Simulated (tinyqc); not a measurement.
Finite square well with mass mismatch (envelope functions): one step. How many levels are bound. Four cases, with inputs chosen for the exercise.

Task: At E = V0 the arctangent equals pi/2, so level n is bound if k0 L > (n - 1) pi with k0 = sqrt(mw V0/c). Compare with the infinitely deep well, E1(hard) = c (pi/L)^2/mw.

A square well of width L and depth V0, mass mw inside and mb outside, energies from the bottom of the well, c = hbar^2/2m0. k = sqrt(mw E/c), kappa = sqrt(mb (V0 - E)/c). psi and psi'/m are continuous at the walls (BenDaniel-Duke), so level n solves k L + 2 atan[(k/mw)/(kappa/mb)] = n pi.

Constants: hbar^2/2m0 = 3.80998211 eV angstrom^2.

Give: k0; k0 L/pi; number of bound levels; E1(hard).

Case 1.

Values chosen (near those of the light valleys of a Si film in HfO2; not measured data): L = 42 angstrom (well width); V0 = 1.45 eV (barrier height); mw = 0.187 m0 (mass in the well); mb = 0.173 m0 (mass in the barrier).

Result:

k0 = 0.26677 1/angstrom
k0 L/pi = 3.5665
number of bound levels = 4
E1(hard) = 0.1140 eV

The count does not depend on mb. One more level binds at L = 47.1 angstrom.

Case 2.

Values chosen (near those of the light valleys of a Si film in SiO2; not measured data): L = 56 angstrom (well width); V0 = 3.275 eV (barrier height); mw = 0.186 m0 (mass in the well); mb = 0.501 m0 (mass in the barrier).

Result:

k0 = 0.39985 1/angstrom
k0 L/pi = 7.1275
number of bound levels = 8
E1(hard) = 0.0645 eV

The count does not depend on mb. One more level binds at L = 62.9 angstrom.

Case 3.

Values chosen (near those of a GaAs well in AlGaAs; not measured data): L = 111 angstrom (well width); V0 = 0.292 eV (barrier height); mw = 0.0674 m0 (mass in the well); mb = 0.0969 m0 (mass in the barrier).

Result:

k0 = 0.07187 1/angstrom
k0 L/pi = 2.5394
number of bound levels = 3
E1(hard) = 0.0453 eV

The count does not depend on mb. One more level binds at L = 131.1 angstrom.

Case 4.

Values chosen (near those of a GaAs well in AlGaAs; not measured data): L = 108 angstrom (well width); V0 = 0.211 eV (barrier height); mw = 0.0665 m0 (mass in the well); mb = 0.0886 m0 (mass in the barrier).

Result:

k0 = 0.06069 1/angstrom
k0 L/pi = 2.0862
number of bound levels = 3
E1(hard) = 0.0485 eV

The count does not depend on mb. One more level binds at L = 155.3 angstrom.

Computed by tinyqc, one run a case: `OMP_NUM_THREADS=1 python tinyqc.py N N+1 out.jsonl` with N = 1280541, 1280662, 1280710, 1280868; one thread of a shared Intel(R) Xeon(R) Processor @ 2.30GHz, about 0.01 s a run at most.
